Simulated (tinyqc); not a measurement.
Worked calculation: FCI on RHF in the sto-3g basis, for H4, spin multiplicity 1. One step of it, computed by the program tinyqc.

Problem. Iteration 5 (converged): orbitals. Diagonalise F' = X^T F X, C = X C', fill 2 alpha and 2 beta electrons from the bottom; D = 2 C_occ C_occ^T. Each column has its largest component positive (the first on a tie).

converged F (hartree):
```
           1H 1s      2H 1s      3H 1s      4H 1s
1H 1s  -0.367036  -0.596004  -0.056069  -0.009950
2H 1s  -0.596004  -0.375649  -0.125105  -0.056069
3H 1s  -0.056069  -0.125105  -0.375649  -0.596004
4H 1s  -0.009950  -0.056069  -0.596004  -0.367036
```

X:
```
           1H 1s      2H 1s      3H 1s      4H 1s
1H 1s   1.247428  -0.475155   0.037071  -0.012910
2H 1s  -0.475155   1.263552  -0.123656   0.037071
3H 1s   0.037071  -0.123656   1.263552  -0.475155
4H 1s  -0.012910   0.037071  -0.475155   1.247428
```

Give: F' = X^T F X; orbital energies; coefficients C; D after iteration 5.

Solution.

F' = X^T F X (hartree):
```
         1        2        3        4
1   0.0494  -0.6330   0.0441  -0.0148
2  -0.6330   0.0599  -0.1316   0.0441
3   0.0441  -0.1316   0.0599  -0.6330
4  -0.0148   0.0441  -0.6330   0.0494
```

orbital energies (hartree): MO1 -0.6098, MO2 -0.5523, MO3 0.5727, MO4 0.8079

coefficients C:
```
          MO1      MO2      MO3      MO4
1H 1s  0.3601   0.4152   0.8534  -0.8678
2H 1s  0.3861   0.3925  -0.7724   0.9692
3H 1s  0.3861  -0.3925  -0.7724  -0.9692
4H 1s  0.3601  -0.4152   0.8534   0.8678
```

D after iteration 5:
```
         1H 1s    2H 1s    3H 1s    4H 1s
1H 1s   0.6041   0.6040  -0.0478  -0.0853
2H 1s   0.6040   0.6063  -0.0100  -0.0478
3H 1s  -0.0478  -0.0100   0.6063   0.6040
4H 1s  -0.0853  -0.0478   0.6040   0.6041
```
